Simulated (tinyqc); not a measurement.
# Worked calculation: one-dimensional ballistic tunnel FET, two-band WKB

tinyqc, about 0.01 s, one thread, Intel Xeon 2.30GHz (shared host): `OMP_NUM_THREADS=1 python tinyqc.py 2620069 2620070 out.jsonl` Printed values are rounded.

A p-type source for x < 0 with its Fermi level at 0 and its valence edge at ds; in the channel the bands fall as D exp(-x/lam) towards their flat values, with the conduction edge at Ec = ds - dP and D = dP + Eg. The gate moves dP one to one. The drain Fermi level lies at -Vd and the drain side reflects nothing. For w = E - Ec between 0 and dP an electron crosses the gap. Two-band dispersion with equal masses m: inside the gap kappa = sqrt(m u (1 - u/Eg)/C), u the distance from a band edge, C = hbar^2/(2 m0).

Values chosen for this exercise; band and dielectric values those of a made-up semiconductor: temperature T = 200 K; band gap Eg = 0.789 eV; band-edge mass of the two-band model m = 0.062 m0; screening length of the source junction lam = 4.5 nm; source valence edge above the source Fermi level ds = 0.19 eV; drain bias Vd = 0.1 V; number of degenerate subbands (spin apart) g = 1; tunnelling window Ev(source) - Ec(channel) dP = 0.39 eV; energy above the channel conduction edge w0 = 0.32 eV; cells of the path nc = 8; points of the energy grid nE = 11.

Constants: q = 1.602176634e-19 C, kB = 1.380649e-23 J/K, hbar = 1.054571817e-34 J s, h = 6.62607015e-34 J s, m0 = 9.1093837015e-31 kg, Vt = kB T/q, hbar^2/(2 m0) = 0.0380998212 eV nm^2. Results are converted to the units shown.

## The path through the gap by the midpoint rule

At w = w0 the path runs from xa = lam ln(D/(w + Eg)) to xb = lam ln(D/w); u(x) = w + Eg - D exp(-x/lam) is the height above the valence edge. Cut it into nc equal cells: S = 2 (cell width) times the sum of kappa at the centres.

xa = 0.275436 nm
xb = 5.86845 nm

```
cell   x (nm)    u (eV)  kappa (1/nm)
0     0.62500  0.082887      0.347437
1     1.32413  0.230539      0.515305
2     2.02325  0.356945      0.563983
3     2.72238  0.465161      0.557394
4     3.42151  0.557806      0.515734
5     4.12064  0.637120      0.446742
6     4.81976  0.705021      0.349448
7     5.51889  0.763151      0.201707
```

S = 4.89075

## The exponent in closed form

S(w) = 2 lam int_0^Eg kappa(u) du/(w + Eg - u) = 2 pi lam sqrt(m/(C Eg)) [w + Eg/2 - sqrt(w (w + Eg))], T(w) = exp(-S). The common triangular estimate is S = (4/3) lam sqrt(m/C) Eg^1.5/(dP + Eg) for all w.

S(w0) = 4.82324
T(w0) = 0.00804071
triangular S = 4.54975

The midpoint value is 1.4 % above the closed form, and the triangular estimate 5.7 % below it.

## Current on a coarse grid

S(w) = 2 lam int_0^Eg kappa(u) du/(w + Eg - u) = 2 pi lam sqrt(m/(C Eg)) [w + Eg/2 - sqrt(w (w + Eg))], T(w) = exp(-S). I = g (2 q^2/h) int_0^dP T(w) [f(E) - f(E + Vd)] dw, E = ds - dP + w, f(x) = 1/(1 + exp(x/Vt)). Simpson's rule on nE equally spaced points.

```
point    w (eV)        T(w)  difference of the f
0      0.000000  1.10418e-7           0.00300250
1      0.039000  3.34397e-5            0.0281246
2      0.078000  1.79254e-4             0.217305
3      0.117000  5.26397e-4             0.720338
4      0.156000  0.00115602             0.890421
5      0.195000  0.00213324             0.568003
6      0.234000  0.00350460             0.121672
7      0.273000  0.00529882            0.0142203
8      0.312000  0.00752908           0.00149884
9      0.351000   0.0101959           1.56166e-4
10     0.390000   0.0132900           1.62514e-5
```

I = 0.00975747 uA

A converged quadrature gives 0.009586 uA; this grid is 1.8 % above that.
